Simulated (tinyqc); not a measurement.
Chemical-mechanical planarisation: Preston law, pattern density and step-height reduction: one step, computed by the program tinyqc. Command: `OMP_NUM_THREADS=1 python tinyqc.py 3029246 3029247 out.jsonl cmp walk`. One thread of a shared host (Intel(R) Xeon(R) Processor @ 2.30GHz), about 0.01 s of CPU time with the checks.

A row of 12 cells, repeated periodically, holds raised features that cover a share rho of each cell.

Question. Effective density. The stiff pad averages the density: rho_eff(i) = sum_j w_ij rho_j / sum_j w_ij, w = exp(-2 d^2/L^2), L the planarisation length and d the distance between cell centres, summed over all periodic images of cell j.

Inputs (values chosen for the exercise, close to those used for copper polishing): cell size = 1.4 mm; planarisation length = 3.5 mm.

local pattern densities, cell by cell: 0.1  0.7  0.4  0.6  0.4  0.25  0.6  0.25  0.4  0.6  0.6  0.1

Give: normalised weights (images included) for cells 0, 1, 2, ... apart; effective densities.

Answer.

normalised weights (images included) for cells 0, 1, 2, ... apart: 0.31915  0.23175  0.08874  0.01792  0.00191  0.00011  0.00001

effective densities: 0.32914  0.42105  0.48196  0.47451  0.43144  0.40386  0.40185  0.40628  0.43850  0.46875  0.41711  0.32556

Local densities span 0.1 to 0.7, effective ones 0.326 to 0.482.
